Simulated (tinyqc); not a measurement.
What each parameter does: donor near an oxide interface in a gate field (two-state model).

Interface at z = 0 (hard wall), donor at z = d, field F pulling electrons to the interface: potential e F z; 1 kV/cm = 1e-5 eV/angstrom, c = hbar^2/2m0, q = e^2/(4 pi eps0), Q = (eps - eo)/(eps + eo). Donor state: E_D = e F d - ED - q Q/(4 eps d), the last term joining the images of ion and electron. Interface state: z exp(-b z/2) exp(-rho^2/(2 L^2)) with E_z = c b^2/(4 mz) + 3 e F/b + q Q b/(8 eps), minimised over b; in the plane at z = 3/b the ion (distance D = d - 3/b) and its image (D' = d + 3/b) give E_rho = c/(mt L^2) - (q/eps)(sqrt(pi)/L)[erfcx(D/L) + Q erfcx(D'/L)], erfcx(x) = exp(x^2) erfc(x), minimised over L. E_I = E_z + E_rho.

The two states couple by t = t0 exp(-D/aD) with t0 = q/(eps aD) (2 aD/L) sqrt(aD b/2) v, v a valley factor; this form is an estimate. With detuning u = E_D - E_I the splitting is sqrt(u^2 + 4 t^2) and the lower state has weight (1 - u/sqrt(u^2 + 4 t^2))/2 on the donor.

Constants: hbar^2/2m0 = 3.80998211 eV angstrom^2; e^2/(4 pi eps0) = 14.39964547 eV angstrom.

Inputs chosen for the exercise (near those of a donor in Si below HfO2, static dielectric constants; the results hold for these values, not for the real material): d = 170 angstrom (depth of the donor); ED = 46.2 meV (bulk binding energy); mz = 0.921 m0 (mass across the interface); mt = 0.187 m0 (mass in the plane); eps = 11.3 (dielectric constant of the semiconductor); eo = 22 (dielectric constant of the oxide); aD = 20.5 angstrom (donor radius); v = 0.54 (valley factor).

Critical field (E_D = E_I), and t and L there.

One parameter was then changed.

Results before and after:
```
case,critical field (kV/cm),t (meV),L (angstrom)
base,33.0,0.0127,136.9
changed,33.6,0.0119,139.1
```

Which of these changes was made? (a) ED = 52.2 meV; (b) d = 160 angstrom; (c) eo = 33; (d) mt = 0.215 m0; (e) aD = 22.6 angstrom; (f) mz = 0.783 m0; (g) eps = 12.

Answer: (g) eps = 12. Of the candidates, run in turn, only this one gives the changed row.

All candidates:
```
case,critical field (kV/cm),t (meV),L (angstrom)
base,33.0,0.0127,136.9
d = 160 angstrom,35.3,0.0211,130.9
ED = 52.2 meV,37.4,0.0121,138.0
aD = 22.6 angstrom,33.0,0.0247,136.9
mz = 0.783 m0,33.9,0.0138,135.2
mt = 0.215 m0,32.9,0.0135,129.4
eo = 33,31.7,0.0113,144.8
eps = 12,33.6,0.0119,139.1
```

Computed by tinyqc, a small Python program: `OMP_NUM_THREADS=1 python tinyqc.py 1282407 1282408 out.jsonl` (the numbers bound the seed that draws the inputs); one thread of a shared host (Intel(R) Xeon(R) Processor @ 2.30GHz), about 0.1 s for the whole set of steps.
